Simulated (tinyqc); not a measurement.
# Changing the film thickness L

Model: heat flow across a film from the phonon Boltzmann equation in the relaxation-time approximation. Computed by tinyqc, a small Python program. Command: `OMP_NUM_THREADS=1 python tinyqc.py 3023221 3023222 out.jsonl slabbte sweep`. One thread of a shared host (Intel(R) Xeon(R) Processor @ 2.30GHz), about 0.06 s of CPU time with the checks.

Two black walls, hot at x = 0 and cold at x = L, emit phonons isotropically. For one free path Lambda, with tau = x/Lambda, tau_L = L/Lambda and phi = (T - T_cold)/Delta T, energy balance gives phi(tau) = (1/2) [E2(tau) + int_0^tau_L phi(s) E1(|tau - s|) ds]; E_n are the exponential integrals. The flux over the ballistic flux C v Delta T/4 is psi = 1 - 2 int_0^tau_L phi(s) E2(s) ds, and kappa_eff/kappa = (3/4) tau_L psi. kappa = C v Lambda/3 is an input, so at fixed kappa a longer free path means a smaller C v.

Inputs (values chosen for the exercise, modelled on gallium oxide):
```
quantity                             value     unit
bulk conductivity kappa               23.1  W/(m K)
wall temperature difference Delta T     12        K
free path Lambda_1                      26       nm
free path Lambda_2                     210       nm
share f_2 of kappa                    0.28        -
free path Lambda_3                    1300       nm
share f_3 of kappa                   0.082        -
cells n in the small system              5        -
```

Free-path groups: three.

Method:
- Cut the film into n equal cells with constant phi, collocated at the centres c_i: the kernel integrates to A_ij = |E2(|c_i - e_j|) - E2(|c_i - e_(j+1)|)|/2 for cell edges e_j, and A_ii = 1 - E2(half a cell); solve (1 - A) phi = E2(c)/2; psi = 1 - 2 sum_j phi_j [E3(e_j) - E3(e_(j+1))].
- Use 150 and 300 cells and extrapolate psi = (4 psi(300) - psi(150))/3. The jump at the hot wall is 1 - phi there (linear extrapolation from the first two of 300 cells). Two-flux (diffusion with slip) formula: psi = 1/(1 + 3 tau_L/4).
- Each group is solved on its own with 150 and 300 cells, psi = (4 psi(300) - psi(150))/3, and weighted by its share of kappa (f_1 is what the others leave); exchange of energy between groups inside the film is left out.
- Flux J = kappa_eff Delta T/L; apparent boundary resistance per wall (L/kappa_eff - L/kappa)/2.

One run for each value; columns: (1) film thickness L (nm); (2) kappa_eff (W/(m K)); (3) flux J (GW/m^2); (4) jump at the wall / Delta T for Lambda_1; (5) apparent resistance per wall (m^2 K/GW):
```
(1)      (2)     (3)      (4)     (5)
0.52   0.229  5.2940  0.47818  1.1221
1.1    0.476  5.1929  0.46149  1.1316
2.3    0.959  5.0028  0.43476  1.1496
4.7    1.832  4.6768  0.39547  1.1812
9.9    3.405  4.1275  0.33797  1.2394
21     5.846  3.3408  0.26469  1.3414
43     8.824  2.4626  0.18904  1.5057
90    12.067  1.6089  0.11883  1.7812
190   15.053  0.9507  0.06678  2.1983
390   17.470  0.5375  0.03584  2.7205
```

What does the table show, and why?

Over the rows, kappa_eff (W/(m K)) rises from 0.229 to 17.5 (exponent d ln y / d ln x 0.97 between the first rows and 0.21 between the last); flux J (GW/m^2) falls from 5.29 to 0.538 (exponent d ln y / d ln x -0.026 between the first rows and -0.79 between the last); jump at the wall / Delta T for Lambda_1 falls from 0.478 to 0.0358 (exponent d ln y / d ln x -0.047 between the first rows and -0.87 between the last). At the low end the exponent of kappa_eff is 0.97, close to 1: the ballistic limit. At the low end the exponent of flux J is -0.03, close to 0: the ballistic flux does not depend on L. In thin films phonons cross without scattering: the flux is bounded by what the walls emit, and Delta T drops in two jumps of one half each. In thick films the jumps shrink as Lambda/L and the apparent wall resistance tends to a constant.

Caution (rows 0.520, 1.10, 2.30, 4.70, 9.90): below about 10 nm the film nears the phonon wavelength, and a particle picture fails.

Extremes, crossings and ranges named in words are read from the listed rows.
